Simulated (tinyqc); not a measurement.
What moves the results: special k points of the square lattice. A value that a table varies takes the place of the one given here.

Lattice vectors in units of a: a1 = (1, 0), a2 = (0, 1); reciprocal vectors b_i with a_i . b_j = 2 pi delta_ij. Mesh: k = sum_i f_i b_i with f_i = (2 j_i + shift)/(2 N), j_i = 0 .. N-1. The point group of the lattice has 8 operations; only those that map the mesh onto itself are used.

A_m(k) = sum over the m-th star of lattice vectors R of cos(k . R), stars in order of length: m = 1: |R|^2 = 1, 4 vectors, such as (1, 0) in the basis a_i; m = 2: |R|^2 = 2, 4 vectors, such as (1, 1) in the basis a_i; m = 3: |R|^2 = 4, 4 vectors, such as (2, 0) in the basis a_i; m = 4: |R|^2 = 5, 8 vectors, such as (2, 1) in the basis a_i; m = 5: |R|^2 = 8, 4 vectors, such as (2, 2) in the basis a_i; m = 6: |R|^2 = 9, 4 vectors, such as (3, 0) in the basis a_i. The zone mean of every A_m is zero.

Test function, the lower band of a two-band insulator: E(k) = -sqrt(D^2 + (e0 - t A_1(k))^2).

Values chosen for the exercise: D = 1.41 eV (half gap term); t = 0.84 eV (coupling); e0 = 1.52 eV (offset); N = 5 (points along each reciprocal vector); shift = 1 (half steps).

## Mesh size and shift

Errors of the mean of E against the unshifted mesh with N = 96. The fifth column is |R|^2 of the shortest star with a non-zero mean.

Meshes:
```
mesh        points  irreducible  operations  |R|^2 missed  error (meV)
2 Gamma          4            3           8          4.00     -412.263
2 shifted        4            1           8          4.00      400.531
3 Gamma          9            3           8          9.00      -33.657
3 shifted        9            3           8          9.00       56.888
4 Gamma         16            6           8         16.00        4.994
4 shifted       16            3           8         16.00      -10.982
5 Gamma         25            6           8         25.00        1.736
5 shifted       25            6           8         25.00       -1.149
6 Gamma         36           10           8         36.00       -0.708
6 shifted       36            6           8         36.00        0.943
8 Gamma         64           15           8           >49        0.119
8 shifted       64           10           8           >49       -0.082
10 Gamma       100           21           8           >49       -0.016
10 shifted     100           15           8           >49        0.012
```

reference mean = -2.47381 eV

What can be read from the table?

The shifted mesh has the smaller error for 4 of 7 values of N and the larger for 3. The cheapest mesh within 1 meV is 6 shifted, with 6 irreducible points. A mesh misses the lattice vectors N (n1 a1 + n2 a2 + ...); the half shift gives each the sign (-1)^(n1 + n2 + ...), so the 4 shortest ones add up to -4 in place of 4: their term only changes sign. The shift keeps the full symmetry; it leaves fewer irreducible points for N = 2, 4, 6, 8 and 10.

## Gap and mesh density

D takes the values listed; errors against the unshifted mesh with N = 192, for unshifted meshes.

Errors (meV):
```
D (eV)  reference (eV)     N = 2   N = 4   N = 6  N = 8
0.2            -1.8994  -550.912  37.934  -2.946  4.235
0.4            -1.9524  -528.271  25.396  -3.037  2.828
0.8            -2.1188  -477.879  11.659  -1.974  0.841
1.5            -2.5335  -404.089   4.556  -0.602  0.091
2.5            -3.2776  -332.081   2.275  -0.098  0.006
4.0            -4.5568  -260.897   1.207  -0.011  0.000
```

How do the results move?

The first listed N from which the error stays below 0.5 meV is none for D = 0.2, none for D = 0.4, none for D = 0.8, 8 for D = 1.5, 6 for D = 2.5, 6 for D = 4 eV. A larger D makes the function smoother, so its Fourier coefficients fall faster with |R|.

## One point for the whole zone

The mean-value (Baldereschi) point is taken at k = (2 pi/a) (0.25, 0.25), that is f = (0.25, 0.25); the reference is the mesh with N = 96.

Single points:
```
point                    A_1     A_2     A_3    A_4   E (eV)
Gamma                  4.000   4.000   4.000  8.000  -2.3181
mean-value point       0.000   0.000  -4.000  0.000  -2.0733
zone-face centre b1/2  0.000  -4.000   4.000  0.000  -2.0733
```

reference mean = -2.4738 eV

What can be read from the table?

The mean-value point makes A_1, A_2 and A_4 vanish. Its error is +401 meV, against +156 meV at Gamma and +401 meV at b1/2. E is not linear in A_1; its powers hold sums of nearest vectors and a non-zero mean, so this point is not exact. A_1 has the same value at b1/2, and E depends on A_1 alone, so this test cannot tell the two points apart. Gamma comes closer here only by chance, since none of its A_m vanish.

## What moves the zone average

Mean of E over the mesh, and its error against the unshifted mesh with N = 96. Each row changes one parameter from the base and keeps the others.

Results:
```
case          mean (eV)  error (meV)  irreducible points
base            -2.4750        -1.15                   6
N = 6           -2.4729         0.94                   6
shift = 0       -2.4721         1.74                   6
D = 0.987 eV    -2.2197        -2.64                   6
t = 1.092 eV    -2.7380         4.62                   6
```

What can be read from the table?

The largest shifts from the base row, up to three for each result and ties (the steps differ in size, so this ranks the rows, not the parameters). mean (eV): t -0.2631, D +0.2553, shift +0.0029. error (meV): t +5.77, shift +2.89, N +2.09. irreducible points: unchanged at the printed digits by N, shift, D and t.

tinyqc: `OMP_NUM_THREADS=1 python tinyqc.py 1680304 1680305 out.jsonl`; about 0.08 s, one thread, shared Intel(R) Xeon(R) Processor @ 2.30GHz.
